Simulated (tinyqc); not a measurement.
Resistance of a source-drain extension with a graded tip: one step of the calculation.

y runs along the channel, the gate covers y > 0. The doping is N0 for y < y0 and N0 10^(-(y - y0)/la) beyond, uniform over the depth xj. Sheet conductance s(y) = q mu(N) max(N - Nch, 0) xj + (for y > 0) ma Cox Vo, with mu(N) = u0 + (u1 - u0)/(1 + (N/Nr)^au) and Cox = eps0 eox/tox. Current is taken as one-dimensional; depletion of the tip, spreading and the contact are left out. The metallurgical junction lies at yj, where N = Nch.

Question. Resistance of the overlapped part. Midpoint rule on 8 equal steps from 0 to yj: R_ov = sum h/s(y), per width.

Parameters, values chosen for the exercise; mobility law close to that of electrons in silicon: relative permittivity of the gate insulator (close to hafnium oxide) eox = 21.7; insulator thickness tox = 7.8 nm; active doping of the extension far from the gate N0 = 1.7e20 cm^-3; lateral abruptness la = 1.8 nm/decade; position under the gate where the fall begins (gate edge at 0) y0 = 3.5 nm; depth of the extension xj = 7 nm; channel doping Nch = 3.6e17 cm^-3; gate overdrive Vo = 0.6 V; mobility of the gate-induced layer ma = 230 cm^2/(V s); mobility at low doping u1 = 1414 cm^2/(V s); mobility at high doping u0 = 68.5 cm^2/(V s); reference doping Nr = 9.2e16 cm^-3; exponent au = 0.711.

Constants: q = 1.602176634e-19 C, eps0 = 8.8541878128e-14 F/cm where lengths are in cm. Results are converted to the units shown.

Wanted: y; N; doped conductance; sheet resistance; R_ov.

Answer.

```
point  y (nm)  N (cm^-3)  doped conductance (uS)  sheet resistance (ohm/square)
0      0.5196   1.700e20                    1424                          566.8
1       1.559   1.700e20                    1424                          566.8
2       2.598   1.700e20                    1424                          566.8
3       3.637   1.426e20                    1208                          645.9
4       4.676   3.775e19                   364.4                           1420
5       5.716   9.991e18                   124.1                           2155
6       6.755   2.644e18                   46.54                           2588
7       7.794   6.998e17                   12.41                           2838
```

R_ov = 11.79 ohm um

tinyqc, about 0.03 s, one thread, Intel Xeon 2.30GHz (shared host): `OMP_NUM_THREADS=1 python tinyqc.py 2282208 2282209 out.jsonl`
